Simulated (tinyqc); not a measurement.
Inside a calculation. Model: charge stability of a double quantum dot, constant-interaction model with a charge sensor.

Computed by the program tinyqc: `OMP_NUM_THREADS=1 python tinyqc.py 2470041 2470042 out.jsonl`, one thread of a shared Intel Xeon 2.30GHz, about 0.01 s for the whole run. Printed values are rounded.

Capacitance matrix C = [[C1, -Cm], [-Cm, C2]], C1 = G1 + X1 + Cm + L1, C2 = G2 + X2 + Cm + L2. Gate charges n1 = (G1 V1 + X1 V2)/q, n2 = (X2 V1 + G2 V2)/q. The state (N1, N2) has U = (1/2) d^T E d with d = (N1 - n1, N2 - n2) and E = q^2 C^(-1). Leads at 0 V; no tunnel coupling, spin or level spacing. The sensor reads s1 <N1> + s2 <N2>.

Parameters, values chosen for the exercise:
```
symbol  value  unit                    meaning
G1        1.8    aF            gate 1 to dot 1
G2        1.3    aF            gate 2 to dot 2
X1       0.28    aF            gate 2 to dot 1
X2      0.094    aF            gate 1 to dot 2
Cm        1.7    aF           between the dots
L1        9.1    aF  dot 1 to leads and ground
L2        8.1    aF  dot 2 to leads and ground
s1       0.73           sensor weight of dot 1
s2       0.17           sensor weight of dot 2
T         1.6     K                temperature
V1       78.2    mV          voltage of gate 1
V2       74.2    mV          voltage of gate 2
```

Constants: q = 1.602176634e-19 C, kB = 1.380649e-23 J/K, Vt = kB T/q. Results are converted to the units shown.

## Charging energies and lever arms

E = q^2 C^(-1) holds EC1, EC2 on the diagonal and ECm off it; the lever arms are A = C^(-1) [[G1, X1], [X2, G2]] (row: dot, column: gate).

C (aF):
```
       1       2
1  12.88    -1.7
2   -1.7  11.194
```

E (meV):
```
          1         2
1  12.69370   1.92775
2   1.92775  14.60558
```

lever arms (eV/V):
```
           1          2
1  0.1437411  0.0378255
2  0.0302269  0.1218781
```

gate charges: n1 1.008228, n2 0.647936

ECm is 14.2 % of the geometric mean of EC1 and EC2.

## Energies and occupation of the charge states

U for N1, N2 = 0, 1, 2; p is proportional to exp(-U/kB T), normalised over these nine states.

```
state   U (meV)          p
(0,0)  10.77693  0.0000000
(0,1)   6.67262  0.0000000
(0,2)  17.17389  0.0000000
(1,0)   3.07657  0.0000001
(1,1)   0.90002  0.9999999
(1,2)  13.32904  0.0000000
(2,0)   8.06991  0.0000000
(2,1)   7.82111  0.0000000
(2,2)  22.17789  0.0000000
```

mean charges: <N1> 1.000000, <N2> 1.000000
sensor signal = 0.9000000

The ground state is (1,1), 2.18 meV (15.8 kB T) below (1,0).

## Triple points

The states (0,0), (1,0), (0,1) meet where E n = (EC1/2, EC2/2), and (1,1), (1,0), (0,1) where E n = (EC1/2 + ECm, EC2/2 + ECm); the gate voltages follow from n.

gate charges:
```
                       n1         n2
electron point  0.4327406  0.4428836
hole point      0.5672594  0.5571164
```

gate voltages (mV):
```
                      V1        V2
electron point  30.36907  52.38699
hole point      40.26387  65.75006
```

distance between the points = 16.62765 mV

The line between the two points is the (1,0)-(0,1) transition, where an electron moves from dot to dot.
